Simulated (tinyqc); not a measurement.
Comparisons within one model: k.p theory built from an empirical-pseudopotential calculation at Gamma. A value that a table varies takes the place of the one given here.

Empirical pseudopotential on the fcc lattice, atoms at +/- tau, tau = a (1,1,1)/8, no spin-orbit coupling. H(G,G') = c (2 pi/a)^2 |k + G|^2 delta + VS(q) cos(q.tau) + i VA(q) sin(q.tau), q = G - G', c = hbar^2/2m0; k and G in units of 2 pi/a; VS at |q|^2 = 3, 8, 11 and VA at 3, 4, 11, in rydberg, zero elsewhere. The basis is fixed: all 65 G with |G|^2 up to Gcut. Energies are counted from the fourth level at Gamma.

k.p in the lowest n states at Gamma: H_nm = (E_n + c k^2) delta + 2 c k.<n|G|m>, k in 1/angstrom; with all states of the basis it is exact.

Empirical pseudopotential on the fcc lattice, atoms at +/- tau, tau = a (1,1,1)/8, no spin-orbit coupling. H(G,G') = c (2 pi/a)^2 |k + G|^2 delta + VS(q) cos(q.tau) + i VA(q) sin(q.tau), q = G - G', c = hbar^2/2m0; k and G in units of 2 pi/a; VS at |q|^2 = 3, 8, 11 and VA at 3, 4, 11, in rydberg, zero elsewhere. The basis holds all G with |G|^2 up to a cut-off. Energies are counted from the fourth level at Gamma.

For a multiplet A of d_A states, W(B) = (4 c/(3 d_A)) sum over n in A, m in B and i = x, y, z of |<n|G_i|m>|^2 (G in 1/angstrom, <n|G_i|m> = sum_G c_n(G)* G_i c_m(G)); the mean inverse mass of A is 1 + sum_B W(B)/(E_A - E_B). Multiplets with W = 0 are left out.

Valence parameters: D(u) = c + 4 c^2 sum_m <n|u.G|m><m|u.G|n'>/(0 - E_m) on the valence triplet, in units of c, has eigenvalues L, M, M along [100] and (L + 2M + 2N)/3, (L + 2M - N)/3 twice along [111]; g1 = -(L + 2M)/3, g2 = -(L - M)/6, g3 = -N/6.

Constants: hbar^2/2m0 = 3.80998211 eV angstrom^2; Ry = 13.60569312 eV.

Parameters, chosen for this exercise (near those of Si; not measured data):
- a = 5.43 angstrom (lattice constant)
- VS = (-0.206, 0.038, 0.078) Ry (symmetric form factors)
- VA = (0, 0, 0) Ry (antisymmetric form factors)
- Gcut = 16 (2 pi/a)^2 (largest |G|^2 of the fixed basis)
- VS3 = -0.206 Ry
- VS8 = 0.038 Ry
- VS11 = 0.078 Ry
- VA3 = 0 Ry
- VA4 = 0 Ry
- VA11 = 0 Ry

## How many bands a k.p model needs: band 4 from Gamma to X

Band 4 (counted from below) at k = f (1, 0, 0) 2 pi/a; n ends on whole multiplets.

Energies (eV):

| f | n = 8 | n = 15 | n = 27 | n = 65 (exact) |
|---|---|---|---|---|
| 0.000 | 0.000 | 0.000 | 0.000 | 0.000 |
| 0.125 | -0.262 | -0.265 | -0.269 | -0.269 |
| 0.250 | -0.806 | -0.832 | -0.844 | -0.844 |
| 0.375 | -1.361 | -1.438 | -1.462 | -1.463 |
| 0.500 | -1.826 | -1.975 | -2.016 | -2.019 |
| 0.625 | -2.163 | -2.403 | -2.465 | -2.470 |
| 0.750 | -2.359 | -2.702 | -2.792 | -2.799 |
| 0.875 | -2.406 | -2.862 | -2.987 | -2.998 |
| 1.000 | -2.300 | -2.879 | -3.046 | -3.062 |

With n = 8 the band stays within 0.05 eV of the exact one up to f = 0.250 (error at X: +0.762 eV). With n = 15 the band stays within 0.05 eV of the exact one up to f = 0.500 (error at X: +0.183 eV). With n = 27 the band stays within 0.05 eV of the exact one over the whole line (error at X: +0.016 eV). A smaller basis can only raise a level.

## Convergence with the plane-wave basis

E_s is the lowest empty singlet, Ep its W to the valence triplet, m its mass.

Results:

| cut-off | plane waves | E_s (eV) | Ep (eV) | m (m0) | g1 | g2 | g3 |
|---|---|---|---|---|---|---|---|
| 8 | 27 | 3.705 | 21.47 | 0.1477 | 4.59 | 0.44 | 1.62 |
| 11 | 51 | 3.786 | 21.34 | 0.1512 | 4.49 | 0.48 | 1.54 |
| 12 | 59 | 3.763 | 21.32 | 0.1506 | 4.63 | 0.45 | 1.58 |
| 16 | 65 | 3.763 | 21.32 | 0.1506 | 4.67 | 0.44 | 1.59 |
| 19 | 89 | 3.744 | 21.38 | 0.1496 | 4.65 | 0.46 | 1.58 |
| 20 | 113 | 3.713 | 21.43 | 0.1483 | 4.65 | 0.48 | 1.59 |
| 24 | 137 | 3.716 | 21.43 | 0.1484 | 4.65 | 0.47 | 1.59 |

Against the last row, E_s errs most, by +0.070 eV, at cut-off 11, and by -0.002 eV in the last row but one. Ep varies by 0.7 % over the table and m by 2.4 %: the mass, near E_s/Ep, inherits the errors of both. Local form factors fix the converged values only roughly. The gap is a difference of two levels, so it need not converge steadily, and here it does not.

## What each form factor does (empirical-pseudopotential levels)

Lowest empty singlet and triplet at Gamma and the valence width there (fixed basis); lowest empty level at X = (1,0,0) and L = (1/2,1/2,1/2) from the valence top, these levels and that top with all |k + G|^2 up to 21. Singlet and triplet count orbital degeneracy. VS3 is VS at |q|^2 = 3, and so on. The row for a keeps the form factors fixed, so it is no model of a real expansion, which changes them too. Each row changes one parameter from the base and keeps the others.

Results:

| case | singlet (eV) | triplet (eV) | X (eV) | L (eV) | width (eV) |
|---|---|---|---|---|---|
| base | 3.763 | 3.262 | 0.763 | 1.726 | 12.813 |
| a = 5.484 angstrom | 3.778 | 3.286 | 0.893 | 1.797 | 12.509 |
| VS3 = -0.196 Ry | 3.822 | 3.118 | 0.517 | 1.634 | 12.870 |
| VS8 = 0.048 Ry | 4.249 | 3.204 | 0.848 | 1.958 | 12.744 |
| VS11 = 0.088 Ry | 4.263 | 3.488 | 1.023 | 2.045 | 12.649 |
| VA3 = 0.03 Ry | 3.798 | 3.285 | 0.502 | 1.720 | 12.815 |
| VA4 = 0.03 Ry | 3.615 | 3.348 | 0.307 | 1.770 | 12.802 |
| VA11 = 0.03 Ry | 3.616 | 3.223 | 0.483 | 1.667 | 12.828 |

The largest shifts from the base row, up to three for each result and ties (the steps differ in size, so this ranks the rows, not the parameters). singlet (eV): VS11 +0.500, VS8 +0.486, VA4 -0.148. triplet (eV): VS11 +0.225, VS3 -0.144, VA4 +0.086. X (eV): VA4 -0.456, VA11 -0.280, VA3 -0.261. L (eV): VS11 +0.319, VS8 +0.231, VS3 -0.092. width (eV): a -0.304, VS11 -0.164, VS8 -0.069. In a diamond crystal a small VA enters the levels at Gamma and L only in second order, by symmetry, but splits the degenerate pair at X in first order.

tinyqc: `OMP_NUM_THREADS=1 python tinyqc.py 1050557 1050558 out.jsonl`; about 0.3 s, one thread, shared Intel(R) Xeon(R) Processor @ 2.30GHz.
